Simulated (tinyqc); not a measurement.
Solubility, supersaturation, precipitation and gettering of an impurity in a silicon-like host. Changing the anneal time t. Computed by tinyqc, a small Python program. Command: `OMP_NUM_THREADS=1 python tinyqc.py 3007855 3007856 out.jsonl ripen sweep`. One thread of a shared host (Intel(R) Xeon(R) Processor @ 2.30GHz), about 0.01 s of CPU time with the checks.

The wafer was saturated at T1 and is then held at T.

Inputs (values chosen for the exercise, for a model impurity):

| quantity | value | unit |
|---|---|---|
| site density N0 | 5e+22 | 1/cm^3 |
| enthalpy of solution H | 2.6 | eV |
| entropy of solution S | 8.7 | k_B |
| diffusion prefactor D0 | 0.0011 | cm^2/s |
| migration energy Q | 0.607 | eV |
| temperature of saturation T1 | 1475 | K |
| anneal temperature T | 880 | K |
| sink density n | 1.5e+08 | 1/cm^3 |
| initial sink radius r0 | 7.8 | nm |
| impurity density in the precipitate C_p | 2.3e+22 | 1/cm^3 |
| interface energy gamma | 0.64 | J/m^2 |

Constants: k_B = 8.617333262e-05 eV/K; k_B = 1.380649e-23 J/K.

Method:
- C_eq(T) = N0 exp(S/k_B - H/(k_B T)); D(T) = D0 exp(-Q/(k_B T)); C0 = C_eq(T1). Supersaturation s = C0/C_eq(T); critical radius r* = 2 gamma/(C_p k_B T ln s); barrier W* = (4 pi/3) gamma r*^2. Strain energy is left out.
- tau0 = 1/(4 pi n r0 D); C_fixed(t) = C_eq + (C0 - C_eq) exp(-t/tau0). If all excess precipitates, the final radius is r_f = [r0^3 + 3 (C0 - C_eq)/(4 pi n C_p)]^(1/3), with tau_f = 1/(4 pi n r_f D).
- Growing sinks: with y = r/r_f and y0 = r0/r_f, dy/dt = (1 - y^3)/(3 tau_f y), which integrates to t/tau_f = F(y) - F(y0), F(y) = (1/2) ln[(1 + y + y^2)/(1 - y)^2] - sqrt(3) arctan[(2y + 1)/sqrt(3)]; the share of the excess left is (1 - y^3)/(1 - y0^3), and C(t) = C_eq + (C0 - C_eq) x share.

One run for each value:

| anneal time t (s) | radius at t (nm) | share of the excess left | C(t) with growing sinks (1/cm^3) | C_fixed(t) (1/cm^3) |
|---|---|---|---|---|
| 0.047 | 10.94 | 9.9997e-01 | 3.9232e+17 | 3.9232e+17 |
| 0.15 | 15.77 | 9.9987e-01 | 3.9228e+17 | 3.9230e+17 |
| 0.46 | 25.24 | 9.9942e-01 | 3.9211e+17 | 3.9224e+17 |
| 1.5 | 44.03 | 9.9687e-01 | 3.9111e+17 | 3.9202e+17 |
| 4.6 | 76.08 | 9.8380e-01 | 3.8598e+17 | 3.9136e+17 |
| 14 | 130.46 | 9.1823e-01 | 3.6025e+17 | 3.8938e+17 |
| 45 | 216.94 | 6.2393e-01 | 2.4479e+17 | 3.8291e+17 |
| 140 | 289.15 | 1.0953e-01 | 4.2973e+16 | 3.6376e+17 |
| 450 | 300.53 | 1.7950e-04 | 7.0808e+13 | 3.0768e+17 |
| 1400 | 300.55 | 4.6509e-13 | 3.8644e+11 | 1.8419e+17 |

Describe and explain the trends.

Over the rows, radius at t (nm) rises from 10.9 to 301; share of the excess left falls from 1.000 to 4.65e-13; C(t) with growing sinks (1/cm^3) falls from 3.92e17 to 3.86e11. At the high end the exponent of radius at t is 0.00, close to 0: not yet started, or complete.

Caution (all rows): the barrier to homogeneous nucleation is below 35 k_B T for these inputs, so new precipitates would form and outnumber the fixed sinks assumed here.
